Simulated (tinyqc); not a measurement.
Strain-driven crossing of the Gamma and L valleys in a germanium-like crystal alloyed with tin: one step. Gaps of the unstrained alloy. Two cases, with inputs chosen for the exercise.

Task: Give both gaps, their difference, and the y at which they cross (the root of a quadratic between 0 and 0.3).

With tin the unstrained gaps become E(y) = (1 - y) E + y EgS - CS y (1 - y); all other values are kept.

Give: Gamma and L gaps; Gamma - L; crossing y.

Case 1.

Values chosen (near those of Ge, gaps at low temperature; the results hold for these values, not for the real material):
- Eg = 0.902 eV (gap at Gamma to the s-like level)
- EgL = 0.752 eV (gap to L)
- EgS = (-0.411, 0.123) eV (Gamma and L gaps of the tin end)
- CS = (2.53, 0.87) eV (bowing of the Gamma and L gaps)
- y = 0.079 (tin fraction)

Result:

Gamma and L gaps (eV): 0.6142  0.6390

Gamma - L = -0.0248 eV
crossing y = 0.0672

Case 2.

Values chosen (near those of Ge, gaps at low temperature; the results hold for these values, not for the real material):
- Eg = 0.882 eV (gap at Gamma to the s-like level)
- EgL = 0.741 eV (gap to L)
- EgS = (-0.407, 0.139) eV (Gamma and L gaps of the tin end)
- CS = (2.89, 0.89) eV (bowing of the Gamma and L gaps)
- y = 0.114 (tin fraction)

Result:

Gamma and L gaps (eV): 0.4432  0.5825

Gamma - L = -0.1393 eV
crossing y = 0.0547

Without strain the alloy is direct.

Computed by tinyqc, one run a case: `OMP_NUM_THREADS=1 python tinyqc.py N N+1 out.jsonl` with N = 1051227, 1051436; one thread of a shared Intel(R) Xeon(R) Processor @ 2.30GHz, about 0.01 s a run at most.
